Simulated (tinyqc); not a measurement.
# Biaxially strained (001) channel, valley splitting in an inversion layer, step by step

Computed by the program tinyqc: `OMP_NUM_THREADS=1 python tinyqc.py 2530019 2530020 out.jsonl`, one thread of a shared Intel Xeon 2.30GHz, about 0.01 s for the whole run. Printed values are rounded.

A thin layer grown on a relaxed buffer is stretched in the plane. The two valleys with their long axis along the growth direction (D2) sink against the four in-plane ones (D4); confinement in a triangular well splits them too. Only the lowest subband of each set is kept; one relaxation time, so the weakening of intervalley scattering is left out.

Inputs (values chosen for the exercise); values close to those of silicon on relaxed silicon-germanium: temperature T = 300 K; germanium share of the relaxed buffer x = 0.3; lattice mismatch per unit x b1 = 0.0418; elastic constant c11 = 169 GPa; elastic constant c12 = 62.6 GPa; shear deformation potential Xu = 8.94 eV; longitudinal mass ml = 0.922 m0; transverse mass mt = 0.189 m0; confining field F = 1.08 MV/cm; inversion density Ns = 9.3e11 cm^-2; Burgers vector bv = 0.384 nm.

Constants: q = 1.602176634e-19 C, kB = 1.380649e-23 J/K, hbar = 1.054571817e-34 J s, m0 = 9.1093837015e-31 kg, Vt = kB T/q, hbar^2/(2 m0) = 0.0380998212 eV nm^2. Results are converted to the units shown.

## Strain, stress and splitting

e_par = b1 x, e_perp = -2 (c12/c11) e_par, splitting D = Xu (e_par - e_perp), in-plane stress (c11 + c12 - 2 c12^2/c11) e_par.

e_par = 1.254 %
e_perp = -0.928999 %
D = 195.160 meV
stress = 2.32271 GPa

## Subband edges and densities of states

Levels E(m) = 2.33811 (hbar^2 q^2 F^2/(2 m))^(1/3): E2 = E(ml), E4 = E(mt) + D; N2 = 2 mt kB T/(pi hbar^2), N4 = 4 sqrt(mt ml) kB T/(pi hbar^2).

E2 = 0.183321 eV
E4 = 0.506070 eV
N2 = 4.08210e12 cm^-2
N4 = 1.80322e13 cm^-2

Of the gap E4 - E2 = 323 meV, confinement gives 128 meV.

## Iteration 1: critical thickness by substitution

h at the start = 10 nm

Critical thickness (Matthews-Blakeslee, 60-degree dislocations): h = bv (1 - nu/4)[ln(h/bv) + 1]/(4 pi e_par (1 + nu)), nu = c12/(c11 + c12). The right side gives h(new); e_par = b1 x.

h after iteration 1 = 7.61927 nm

## Iteration 2: critical thickness by substitution

As before.

h after iteration 2 = 7.13291 nm

## Course of the iteration: critical thickness by substitution

Stop when h changes by less than 1e-7 nm, or after 60 iterations.

Course of the iteration:

| iteration | h (nm) | \|change\| (nm) |
|---|---|---|
| 1 | 7.61927 | 2.38 |
| 2 | 7.13291 | 0.486 |
| 3 | 7.01493 | 0.118 |
| 4 | 6.98510 | 0.0298 |
| 5 | 6.97747 | 7.62e-3 |
| 6 | 6.97552 | 1.95e-3 |
| 7 | 6.97502 | 5.01e-4 |
| 8 | 6.97489 | 1.28e-4 |
| 9 | 6.97486 | 3.29e-5 |
| 10 | 6.97485 | 8.44e-6 |
| 11 | 6.97485 | 2.17e-6 |
| 12 | 6.97485 | 5.55e-7 |
| 13 | 6.97485 | 1.42e-7 |
| 14 | 6.97485 | 3.65e-8 |

Converged in 14 iterations. At the end each change is about 0.26 times the one before: linear convergence.

## Share of the light valleys and conductivity mass

EF = 0.148081 eV

EF solves Ns = N2 ln(1 + exp((EF - E2)/Vt)) + N4 ln(1 + exp((EF - E4)/Vt)); f2 is the share in D2, and 1/mc = f2/mt + (1 - f2)(1/mt + 1/ml)/2.

f2 = 0.999981
mc = 0.189001 m0

Without strain f2 would be 0.966 and mc 0.192 m0, so repopulation alone gains 1.4 % in mobility.
